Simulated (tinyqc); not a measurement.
# Worked calculation: capacitance measurement on a leaky thin oxide: effects of series resistance and leakage

Computed by the program tinyqc: `OMP_NUM_THREADS=1 python tinyqc.py 2022071 2022072 out.jsonl`, one thread of a shared Intel Xeon 2.30GHz, about 0.01 s for the whole run. Printed values are rounded.

The device is a capacitance C in parallel with a leakage conductance G, in series with Rs and Ls. An impedance meter reports either a parallel pair (Cp, Gp) from Y = 1/Z = Gp + i w Cp or a series pair (Cs, Rm) from Z = Rm + 1/(i w Cs); w = 2 pi f, dissipation D = Gp/(w |Cp|).

Inputs (values chosen for the exercise); values of the order met in thin-oxide MOS capacitors:
- eox = 3.9 (relative permittivity of the gate insulator (close to silicon dioxide))
- tox = 1.9 nm (insulator thickness)
- A = 100 um^2 (gate area)
- zc = 0.44 nm (oxide-equivalent thickness added by the accumulation layer)
- zp = 0.34 nm (oxide-equivalent thickness added by gate depletion)
- Jg = 0.00034 A/cm^2 (gate leakage current density, not matched to the thickness)
- Vs = 0.4 V (voltage for an e-fold rise of the leakage)
- Rs = 440 ohm (series resistance)
- Ls = 0 nH (series inductance)
- f = 1e6 Hz (measuring frequency)

Constants: eps0 = 8.8541878128e-14 F/cm where lengths are in cm. Results are converted to the units shown.

## True capacitance and conductance

EOT = 3.9 tox/eox; CET = EOT + zc + zp; C = 3.9 eps0 A/CET; G = Jg A/Vs.

EOT = 1.9 nm
CET = 2.68 nm
C = 1.28848 pF
G = 0.00085 uS

## What the meter reports

Z = Rs + i w Ls + 1/(G + i w C).

Z = (0.00453-1.23521i) x 1e5 ohm
Cp = 1.28847 pF
Gp = 0.0296879 uS
Cs = 1.28848 pF
D = 0.00366713

Cp is within 0.01 % of C and Cs is within 0.01 % of it; G Rs = 3.74e-7, w C Rs = 0.00356 and G/(w C) = 1.05e-4.
